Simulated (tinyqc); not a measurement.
Layer against dose: implant damage, amorphisation by cascade overlap, and solid-phase epitaxial regrowth. Computed by tinyqc, a small Python program. Command: `OMP_NUM_THREADS=1 python tinyqc.py 3110102 3110103 out.jsonl sper walk`. One thread of a shared host (Intel(R) Xeon(R) Processor @ 2.30GHz), about 0.01 s of CPU time with the checks.

Range and width of the damage are inputs. Dynamic annealing enters only through the surviving share f.

Inputs (values chosen for the exercise, modelled on silicon ions in germanium): atomic density N = 44.2 1/nm^3; ion Z1 = 14; ion mass M1 = 28 u; target Z2 = 32; target mass M2 = 72.63 u; ion energy E = 38 keV; displacement energy E_d = 15 eV; depth of the damage peak R_d = 31 nm; width of the damage profile s_d = 20 nm; share of defects that survive f = 0.4; critical displaced share x_c = 0.12; dose Q = 3.9e+15 1/cm^2.

Constants: a_0 = 0.529177210903 angstrom; e^2/(4 pi eps_0) = 14.39964548 eV angstrom.

Method. Robinson partition: eps = E a M2/(Z1 Z2 (e^2/(4 pi eps_0)) (M1 + M2)), a = 0.8853 a_0/sqrt(Z1^(2/3) + Z2^(2/3)); k = 0.0793 Z1^(2/3) Z2^(1/2) (M1 + M2)^(3/2)/((Z1^(2/3) + Z2^(2/3))^(3/4) M1^(3/2) M2^(1/2)); damage energy T_d = E/(1 + k (eps + 0.40244 eps^(3/4) + 3.4008 eps^(1/6))); displacements nu = 0.8 T_d/(2 E_d). Displaced share x(z) = f nu Q exp(-(z - R_d)^2/(2 s_d^2))/(sqrt(2 pi) s_d N); the layer is amorphous where x > x_c, between R_d -/+ s_d sqrt(2 ln(x_max/x_c)), the upper edge being cut at the surface. Threshold dose Q_c = Q x_c/x_max.

threshold dose Q_c = 1.30313e+14 1/cm^2

displacements per ion nu = 510.125

Dose series; the last column is f nu Q erfc((z2 - R_d)/(sqrt2 s_d))/2:
```
Q (1/cm^2)   x_max  upper edge (nm)  lower edge (nm)  displaced atoms beyond z2 (1/cm^2)
1.43e+14    0.1317           22.379           39.621                          9.7228e+15
1.95e+14    0.1796           13.043           48.957                          7.3466e+15
3.26e+14    0.3002            3.916           58.084                          5.8427e+15
5.21e+14    0.4798            0.000           64.296                          5.1002e+15
9.12e+14    0.8398            0.000           70.453                          4.5159e+15
1.56e+15    1.4365            0.000           75.565                          4.1167e+15
3.26e+15    3.0020            0.000           81.751                          3.7130e+15
6.52e+15    6.0040            0.000           86.948                          3.4270e+15
```

What follows from these numbers?

A dose 46 times larger moves the lower edge from 39.6 to 86.9 nm, as the root of a logarithm, and the damage beyond it falls by a factor 2.8, since the edge lies on an ever steeper tail. The layer reaches the surface at Q_c exp(R_d^2/(2 s_d^2)) = 4.33e14 per cm^2.
